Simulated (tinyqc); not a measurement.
Inside a calculation: three-level Kane dispersion of a narrow-gap semiconductor. Values are carried at full precision from step to step, so a last printed digit may differ when a step is redone from the rounded ones.

Zero of energy at Gamma8, c = hbar^2/2m0, P^2 = Ep c. The free-electron term and remote bands are left out, so the heavy holes are flat at E = 0 and the other three bands obey E (E - Eg)(E + Dso) = P^2 k^2 (E + 2 Dso/3). The conduction band is the highest root; its edge is Ec = max(Eg, 0).

Constants: hbar^2/2m0 = 3.80998211 eV angstrom^2; hbar = 6.58211957e-16 eV s; e^2/(4 pi eps0) = 14.39964547 eV angstrom; muB = 5.788381798e-05 eV/T.

Values chosen for the exercise (near those of InSb; shifted at random, so the results belong to these values and not to a real crystal):
- Eg = 0.231 eV (E(Gamma6) - E(Gamma8))
- Dso = 0.78 eV (spin-orbit splitting)
- Ep = 23.3 eV (Kane energy)
- k = 0.024 1/angstrom (wave vector)
- n = 7.9e+17 cm^-3 (electron density)
- eps = 15.5 (high-frequency dielectric constant)
- B = 4.2 T (magnetic field)

## The three bands at one k

Expand the equation into E^3 + a2 E^2 + a1 E + a0 = 0 and give its roots; compare with the two-level form (Dso to infinity) E = Eg/2 +/- sqrt(Eg^2/4 + (2/3) P^2 k^2).

P^2 k^2 = 0.051133 eV^2

a2, a1, a0: [0.549000, -0.231313, -0.026589]

roots (eV): [-0.7973, -0.0967, 0.3450]

two-level form (eV): [-0.1023, 0.3333]

The two-level form misses the highest root by -11.7 meV. The order is normal: Gamma6 forms the conduction band.

## Mass at the edge and limiting velocity

m0* = Eg (Eg + Dso)/(Ep (Eg + 2 Dso/3)). In the two-level form the velocity tends to v = sqrt(2/3) P/hbar, and |Eg| = 2 m v^2 with m = 3 |Eg|/(2 Ep), as for a relativistic particle. 1 angstrom = 1e-10 m.

m0* = 0.01335 m0
P = 9.4219 eV angstrom
v = 1.169e+06 m/s
k at which the linear part sets in, |Eg|/(2 hbar v) = 0.01501 1/angstrom

## Fermi level and mass at a given density

Degenerate electrons at T = 0: kF = (3 pi^2 n)^(1/3), 1 cm^-3 = 1e-24 angstrom^-3; EF is the highest root at kF. The momentum (cyclotron, optical) mass is m(E) = hbar^2 k/(dE/dk) = c d(k^2)/dE with d(k^2)/dE = k^2 [1/E + 1/(E - Eg) + 1/(E + Dso) - 1/(E + 2 Dso/3)]; the density of states is k d(k^2)/dE/(2 pi^2).

Edge mass m0* = Eg (Eg + Dso)/(Ep (Eg + 2 Dso/3)).

Compare EF - Ec with the parabolic value c kF^2/m0*.

kF = 0.02860 1/angstrom
EF - Ec = 0.1484 eV
parabolic value = 0.2335 eV
m(EF) = 0.02843 m0
m(EF)/m0* = 2.130
density of states at EF = 1.081e+19 1/(eV cm^3)

The parabola overstates EF - Ec by a factor of 1.57; (EF - Ec)/|Eg| = 0.64, and the two-level rule 1 + 2 (EF - Ec)/|Eg| = 2.285 estimates the mass ratio.

## Plasma and cyclotron energies

hbar wp = sqrt(8 pi c (e^2/4 pi eps0) n/(eps m)), hbar wc = 2 muB B/m (classical limit), with m = m(EF) and, for comparison, the edge mass; n in angstrom^-3.

hbar wp with m(EF), with m0* (meV): [49.72, 72.56]

hbar wc with m(EF), with m0* (meV): [17.10, 36.43]

hbar wc is not small against EF - Ec = 148.4 meV, so fewer than ten Landau levels are filled and the classical value is only a guide.

## Checks

- Roots of the cubic against the 8 x 8 Kane matrix without remote terms: they agree to 1e-10 or better.
- m(E) near the edge against m0*: both 0.01335.

Computed by tinyqc, a small Python program: `OMP_NUM_THREADS=1 python tinyqc.py 1081307 1081308 out.jsonl` (the numbers bound the seed that draws the inputs); one thread of a shared host (Intel(R) Xeon(R) Processor @ 2.30GHz), about 0.01 s for the whole set of steps.
